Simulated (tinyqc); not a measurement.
Minority carriers and saturation current of a heavily doped emitter: one step of the calculation.

n-type, parabolic bands, full ionisation. eta = (EF - Ec)/kB T solves N = Nc F12(eta), F12(x) = (2/sqrt(pi)) int_0^infinity sqrt(u)/(1 + exp(u - x)) du. The gap shrinks rigidly by dEg = E1 [ln(N/N0) + sqrt(ln^2(N/N0) + 0.5)], an empirical law that is here taken as the true narrowing.

Problem. Fermi level. Newton step on ln F12(eta) = ln(N/Nc): eta(new) = eta - ln(Nc F12/N) F12/Fm, Fm(x) = dF12/dx = (1/sqrt(pi)) int_0^infinity u^(-1/2)/(1 + exp(u - x)) du.

Parameters, values chosen for the exercise:
```
symbol    value   unit                                     meaning
Nc      2.12e19  cm^-3  conduction-band density of states at 250 K
N        6.1e18  cm^-3                       ionised donor density
```

eta at the start (Boltzmann value) = -1.2457

Give: F12; Fm; eta after iteration 1.

Solution.

F12 = 0.26234
Fm = 0.24022
eta after iteration 1 = -1.1448

Range of the model: Band tails, non-parabolic bands and incomplete ionisation are left out.

tinyqc, about 0.01 s, one thread, Intel Xeon 2.30GHz (shared host): `OMP_NUM_THREADS=1 python tinyqc.py 2330024 2330025 out.jsonl`
